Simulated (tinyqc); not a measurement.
Lattice vibrations of a chain, step by step. Computed by tinyqc, a small Python program that keeps every step. Command: `OMP_NUM_THREADS=1 python tinyqc.py 20608 20609 out.jsonl` (the two numbers bound the seeds that draw the settings). One thread of a shared host (Intel(R) Xeon(R) Processor @ 2.60GHz), about 0.01 s of CPU time with the checks.

## Dynamical matrix at q = 0.29

A chain moving along its axis:
```
atom    mass (u)  spring to the next atom (eV/angstrom^2)
1      66.000000                                 3.600000
2     111.200000                                 3.400000
```

q is in units of 2 pi/a. A spring k from atom i to atom j, n cells on, adds k to Phi_ii and Phi_jj, -k exp(2 pi i q n) to Phi_ij and the conjugate to Phi_ji (for one atom a cell: 2k (1 - cos 2 pi q n)); D_ij = Phi_ij / sqrt(m_i m_j).

D(q) (eV/(angstrom^2 u)):
```
                     1                    2
1             0.106061  -0.032152+0.038441i
2  -0.032152-0.038441i             0.062950
```

## Frequencies

omega^2 are the eigenvalues; wavenumber = 521.4708 sqrt(eigenvalue) 1/cm.

eigenvalues: 0.029952  0.139059

wavenumbers (1/cm): 90.2  194.5

weights |e|^2 of the mass-weighted modes:
```
          mode 1    mode 2
atom 1  0.302438  0.697562
atom 2  0.697562  0.302438
```

## Dispersion and heat capacity

C/k_B per atom = mean over q = (j + 1/2)/80, j = 0..39 and all branches of y^2 e^y/(e^y - 1)^2, y = hc wavenumber / k_B T.

Wavenumbers (1/cm):
```
q           branch 1    branch 2
0.000000    0.000000  214.381121
0.062500   20.303083  213.417549
0.125000   40.369106  210.545958
0.187500   59.950183  205.828183
0.250000   78.767229  199.386531
0.312500   96.457165  191.455688
0.375000  112.407107  182.548370
0.437500  125.150896  174.058951
0.500000  130.704754  169.928021
```

Heat capacity:
```
T (K)  C/k_B per atom
20           0.144199
50           0.393339
100          0.712483
200          0.909257
300          0.957677
600          0.989099
1200         0.997254
```

zero-point energy per atom = 8.407223 meV
